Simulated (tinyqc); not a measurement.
Schottky diode by thermionic emission with image-force lowering and series resistance: one step of the calculation.

Metal on an n-type semiconductor with one parabolic valley; V > 0 is forward bias (metal positive). I = I0 [exp(Vj/(n Vt)) - 1] with Vj = V - I Rs; I0 = S A* T^2 exp(-(phi - dphi)/Vt), the lowering dphi taken at zero bias.

Problem. Junction voltage. Fixed-point step: I = (V - Vj)/Rs, then Vj(new) = n Vt ln(1 + I/I0).

Inputs (values chosen for the exercise); band and dielectric values close to those of silicon:

| symbol | value | unit | meaning |
|---|---|---|---|
| T | 200 | K | temperature |
| n | 1.13 |  | ideality factor |
| Rs | 140 | ohm | series resistance |
| V | 0.82 | V | applied bias |

Constants: q = 1.602176634e-19 C, kB = 1.380649e-23 J/K, Vt = kB T/q. Results are converted to the units shown.

I0 = 1.8122893e-11 A
Vj after iteration 1 = 0.37272124 V

Find: Vj after iteration 2.

Solution.

Vj after iteration 2 = 0.36979 V

Range of the model: One isotropic valley is assumed; bands with several valleys have a larger Richardson constant and Nc.

tinyqc, about 0.01 s, one thread, Intel Xeon 2.30GHz (shared host): `OMP_NUM_THREADS=1 python tinyqc.py 2640005 2640006 out.jsonl`
